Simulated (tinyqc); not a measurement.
## Gap and radiative efficiency from Jsc and Voc

Question. Photon flux above E from a black body at temperature T into a hemisphere: Phi(E, T) = A sum_k exp(-k E/th)[E^2 th/k + 2 E th^2/k^2 + 2 th^3/k^3], k = 1, 2, ..., with th = kB T/q in eV and A = 2 pi q^3/(h^3 c^2). A cell with a sharp absorption edge has Jsc = q fs X Phi(Eg, Ts) and Voc = Vt ln(1 + Jsc/J0), J0 = q ge Phi(Eg, T)/ERE. Find Eg and ERE.

Values chosen for this exercise: cell temperature T = 298 K; temperature of the black-body sun Ts = 5778 K; share of the hemisphere filled by the sun fs = 2.16e-5; concentration X = 500; number of faces that emit ge = 2.

Constants: q = 1.602176634e-19 C, kB = 1.380649e-23 J/K, h = 6.62607015e-34 J s, c = 299792458 m/s, Vt = kB T/q. Results are converted to the units shown.

Jsc = 23057.8517 mA/cm^2
Voc = 1.04692902 V

Answer. Phi falls steadily with E, so Jsc fixes Eg; Voc gives J0, and its ratio to the radiative dark current is 1/ERE.

Eg = 1.27 eV
ERE = 0.0100

tinyqc, about 0.01 s, one thread, Intel Xeon 2.30GHz (shared host): `OMP_NUM_THREADS=1 python tinyqc.py 2820023 2820024 out.jsonl`
